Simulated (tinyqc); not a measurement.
Precursor delivery by bubblers, mass-transport growth and the solid composition of a III-V alloy: one step, computed by the program tinyqc.

1 sccm = 44.615 micromol/min; 1 torr = 133.322 Pa. The sources decompose fully at the surface.

Task: Bubblers. log10 p_v = a - b/T_bath; molar flow = F x 44.615 x p_v/(p_b - p_v) for a saturated bubbler.

Inputs (values chosen for the exercise, modelled on trimethylgallium (source 1) and trimethylindium (source 2) for the vapour pressures): bath temperature T1 = 260 K; bath temperature T2 = 302 K; bubbler pressure p_b = 1400 torr; carrier flow F1 = 15 sccm; carrier flow F2 = 300 sccm.

constants a, b of source 1 (log10 torr, K): [8.054, 1703]

constants a, b of source 2 (log10 torr, K): [10.48, 3014]

Give: vapour pressure 1; molar flow 1; vapour pressure 2; molar flow 2.

Result:

vapour pressure 1 = 31.92 torr

molar flow 1 = 15.61 micromol/min

vapour pressure 2 = 3.161 torr

molar flow 2 = 30.29 micromol/min

One kelvin of bath error changes flow 1 by 5.9 % and flow 2 by 7.6 %.
